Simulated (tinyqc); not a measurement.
## Tunnelling through a two-layer gate stack, WKB transmission and Tsu-Esaki current: effect of the tunnelling mass m1

Electrons leave the emitter at x = 0. Energies E (motion across the layers) are in eV from the emitter Fermi level; the collector Fermi level lies at -V and offers states at every E. No charge in the dielectric and no image force: F1 = V/(t1 + t2 eps1/eps2), F2 = F1 eps1/eps2; U = phi1 - F1 x in layer 1 and phi2 - F1 t1 - F2 (x - t1) in layer 2. With C = hbar^2/(2 m0), kappa = sqrt(m (U - E)/C) where U > E and 0 elsewhere; T(E) = exp(-S), S = 2 times the integral of kappa over x.

Each layer adds (2/F) sqrt(m/C) [G(u at its left edge) - G(u at its right edge)] to S, with u = U - E (0 where negative) and G(u) = (2/3) u^1.5. J = J0 times the integral of T(E) N(E) dE, N = ln[(1 + exp(-E/Vt))/(1 + exp((-E - V)/Vt))], J0 = q^2 me m0 kB T/(2 pi^2 hbar^3) (times 1e-4 for A/cm^2 per eV), from E = -Ef to far above the barrier (T = 1 there), by quadrature converged to the digits shown.

Inputs (values chosen for the exercise); layer 1 close to silicon dioxide, layer 2 close to hafnium oxide:

| symbol | value | unit | meaning |
|---|---|---|---|
| T | 400 | K | temperature |
| Ef | 2.6 | eV | Fermi energy of the emitter above its band bottom |
| me | 0.4 | m0 | emitter mass in the supply function |
| phi1 | 3.07 | eV | barrier of layer 1 above the emitter Fermi level at zero bias |
| t1 | 0.9 | nm | thickness of layer 1 |
| eps1 | 3.72 |  | relative permittivity of layer 1 |
| phi2 | 1.55 | eV | barrier of layer 2 at zero bias |
| m2 | 0.2 | m0 | tunnelling mass of layer 2 |
| t2 | 3.2 | nm | thickness of layer 2 |
| eps2 | 21.4 |  | relative permittivity of layer 2 |
| V | 1.4 | V | voltage across the dielectric |

Constants: q = 1.602176634e-19 C, kB = 1.380649e-23 J/K, hbar = 1.054571817e-34 J s, m0 = 9.1093837015e-31 kg, Vt = kB T/q, hbar^2/(2 m0) = 0.0380998212 eV nm^2. Results are converted to the units shown.

Result of one run:

| m1 (m0) | S at E = 0 | T(E = 0) | J (A/cm^2) | mean E of the current (eV) |
|---|---|---|---|---|
| 0.5 | 19.87 | 2.338e-9 | 0.1453 | -0.09847 |

What becomes of these results when the tunnelling mass of layer 1 m1 is changed from 0.5 to 0.63 m0, all else the same?

Result of the changed run:

| m1 (m0) | S at E = 0 | T(E = 0) | J (A/cm^2) | mean E of the current (eV) |
|---|---|---|---|---|
| 0.63 | 21.17 | 6.398e-10 | 0.03889 | -0.09104 |

The whole series:

| m1 (m0) | S at E = 0 | T(E = 0) | J (A/cm^2) | mean E of the current (eV) |
|---|---|---|---|---|
| 0.12 | 14.48 | 5.153e-7 | 35.89 | -0.1315 |
| 0.15 | 15.09 | 2.795e-7 | 19.19 | -0.1275 |
| 0.2 | 15.99 | 1.141e-7 | 7.671 | -0.1218 |
| 0.25 | 16.78 | 5.179e-8 | 3.423 | -0.1169 |
| 0.31 | 17.63 | 2.215e-8 | 1.438 | -0.1118 |
| 0.4 | 18.76 | 7.141e-9 | 0.4533 | -0.1050 |
| 0.5 | 19.87 | 2.338e-9 | 0.1453 | -0.09847 |
| 0.63 | 21.17 | 6.398e-10 | 0.03889 | -0.09104 |

J falls from 35.9 to 0.0389 A/cm^2. S goes as m1^(0.23): only one of the two layers feels this mass, so the power is below 0.5.

tinyqc, about 0.04 s, one thread, Intel Xeon 2.30GHz (shared host): `OMP_NUM_THREADS=1 python tinyqc.py 2540076 2540077 out.jsonl`
